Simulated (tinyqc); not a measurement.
Schemes compared: quasiparticle equation with a plasmon-pole self-energy for two band edges.

For each edge E = e + X + Sc(E), with the correlation part Sc(E) = A[0]/(E - a + w) + A[1]/(E - b - w); a and b are the valence and conduction energies that enter the Green function (a = ev, b = ec in the one-shot scheme). Z = 1/(1 - dSc/dE), dSc/dE = -A[0]/(E - a + w)^2 - A[1]/(E - b - w)^2.

Parameters, chosen for this exercise (scales of the order of those of HfO2; shifted at random, so the results belong to these values and not to a real crystal): ev = 0 eV (mean-field valence top); ec = 3.94 eV (mean-field conduction edge); w = 14.4 eV (pole energy); Av = (35, 13.1) eV^2 (weights of the valence state on the hole and electron poles); Ac = (12.6, 33.6) eV^2 (the same for the conduction state); Xv = -2.91 eV (exchange minus the mean-field potential, valence); Xc = 2.54 eV (the same, conduction).

Z = 1; linearised; exact one-shot; energies updated in G (a, b); updated in G and W, where w grows by half of the opening of the gap (a rule chosen for the exercise).

Results (eV):

| scheme | Ev | Ec | gap | opening |
|---|---|---|---|---|
| mean field | 0.000 | 3.940 | 3.940 | 0.000 |
| Z = 1 | -1.194 | 4.834 | 6.027 | 2.087 |
| linearised | -0.988 | 4.685 | 5.673 | 1.733 |
| one-shot, exact | -0.980 | 4.681 | 5.661 | 1.721 |
| update G | -1.125 | 4.768 | 5.893 | 1.953 |
| update G and W | -1.258 | 4.895 | 6.153 | 2.213 |

The openings run from 1.721 (one-shot, exact) to 2.213 eV (update G and W). Linearising moves the gap by 13 meV, updating G +232 meV and updating W a further +260 meV: once Z is kept, the level of self-consistency matters more than linearising.

Program tinyqc; command `OMP_NUM_THREADS=1 python tinyqc.py 1850594 1850595 out.jsonl`; about 0.02 s on one thread of a shared Intel(R) Xeon(R) Processor @ 2.30GHz.
